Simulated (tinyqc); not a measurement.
A spin-degenerate level with charging energy between two leads, rate equations: one step of the calculation.

States 0, up, down and 2 with energies 0, e1 - Ez/2, e1 + Ez/2 and 2 e1 + U. mu_L = +V/2, mu_R = -V/2 (meV), f(x) = 1/(1 + exp(x/kB T)). A transition that adds one electron of given spin at the energy E has the rate G f(E - mu) from each lead, and its reverse G [1 - f(E - mu)]. I counts electrons leaving the left lead, times q.

Task. Time step. Explicit Euler step: p(new) = p + dt W p.

Parameters, values chosen for the exercise:
```
symbol,value,unit,meaning
dt,1.6,ns,time step
```

W (1/ns):
```
                0           up         down            2
0     -0.50586753   0.08906623   0.08906623   0.00000000
up     0.25293377  -0.33906623   0.00000000   0.09200000
down   0.25293377   0.00000000  -0.33906623   0.09200000
2      0.00000000   0.25000000   0.25000000  -0.18400000
```

p after step 1: 0 0.19061195, up 0.40469402, down 0.40469402, 2 0.00000000

Give: p after step 2.

Result.

p after step 2: 0 0.1517, up 0.2623, down 0.2623, 2 0.3238

Range of the model: Rate equations need hbar G well below kB T; cotunnelling and the Kondo effect are left out.

Computed by the program tinyqc: `OMP_NUM_THREADS=1 python tinyqc.py 2780109 2780110 out.jsonl`, one thread of a shared Intel Xeon 2.30GHz, about 0.01 s for the whole run.
